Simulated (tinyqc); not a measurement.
# Disorder broadening of a one-dimensional band in the self-consistent Born approximation: two studies

The local Green function is G = g0(z - Sigma) with z = E + i eta and g0(z) = 1/(sqrt(z - 2t) sqrt(z + 2t)), principal roots; the self-energy is Sigma = D G. The density of states is -Im G/pi.

Values chosen for this exercise:
- t = 0.4 eV (hopping)
- D = 0.012 eV^2 (variance of the random site energy)
- eta = 0.012 eV (bare broadening)
- E = 0.6 eV (energy from the band centre)

Each table varies one quantity; the others keep the values above.

## Effect of the disorder strength

Sigma is iterated to self-consistency (retarded branch, Im Sigma < 0); first Born means Sigma = D g0(z) put once into G = g0(z - Sigma); clean means Sigma = 0.

The same in every row: DOS, clean (1/eV) = 0.6008.

Result of one run:
```
D (eV^2)  Re Sigma (eV)  Im Sigma (eV)  DOS, self-consistent (1/eV)  DOS, first Born (1/eV)
0.04            0.01110       -0.07037                       0.5600                  0.5647
```

What becomes of these results when the variance of the random site energy D is changed from 0.04 to 0.022 eV^2, all else the same?

Result of the changed run:
```
D (eV^2)  Re Sigma (eV)  Im Sigma (eV)  DOS, self-consistent (1/eV)  DOS, first Born (1/eV)
0.022          0.004312       -0.04031                       0.5832                  0.5862
```

The whole series:
```
D (eV^2)  Re Sigma (eV)  Im Sigma (eV)  DOS, self-consistent (1/eV)  DOS, first Born (1/eV)
0.00036        1.843e-5      -6.794e-4                       0.6007                  0.6007
0.00065        3.470e-5      -0.001226                       0.6006                  0.6006
0.0012         6.904e-5      -0.002263                       0.6004                  0.6004
0.0021         1.350e-4      -0.003959                       0.6001                  0.6001
0.0038         2.923e-4      -0.007154                       0.5993                  0.5994
0.0069         6.862e-4       -0.01295                       0.5975                  0.5979
0.012          0.001617       -0.02238                       0.5936                  0.5947
0.022          0.004312       -0.04031                       0.5832                  0.5862
0.04            0.01110       -0.07037                       0.5600                  0.5647
```

|Im Sigma| rises from 6.79e-4 to 0.0704 eV, as D^(1.00) between the first two rows and D^(0.93) between the last two (the golden rule gives power 1, broadening wider than the band power 1/2). First Born is within 0.01 % of the self-consistent density of states in the first row and 0.84 % above it in the last.

## Effect of the mixing

G = g0(z - Sigma), Sigma(out) = D G, Sigma(new) = Sigma + mix (Sigma(out) - Sigma). Iterations from Sigma = 0 until |Sigma(out) - Sigma| < 1e-10 eV, at most 500. The factor is |1 - mix + mix L|, L = d Sigma(out)/d Sigma at the solution.

Results:
```
mix   iterations   factor
0.1          182   0.8987
0.2           87   0.7975
0.3           55   0.6963
0.7           17   0.2928
0.85          11   0.1444
1              8  0.04700
```

Estimate the missing row, mix = 0.5.

Computed row:
```
mix  iterations  factor
0.5          29  0.4942
```

With this row back in the table: L = -0.0127+0.045i. The fewest iterations, 8, come at mix = 1; the smallest factor, 0.0470, is at mix = 1. As a function of mix the factor has its minimum at Re(1 - L)/|1 - L|^2 = 0.985, so the damped rows are slower.

Range of the model: The self-consistent Born approximation misses band tails from rare fluctuations and localisation.

tinyqc, about 0.02 s, one thread, Intel Xeon 2.30GHz (shared host): `OMP_NUM_THREADS=1 python tinyqc.py 2720127 2720128 out.jsonl`
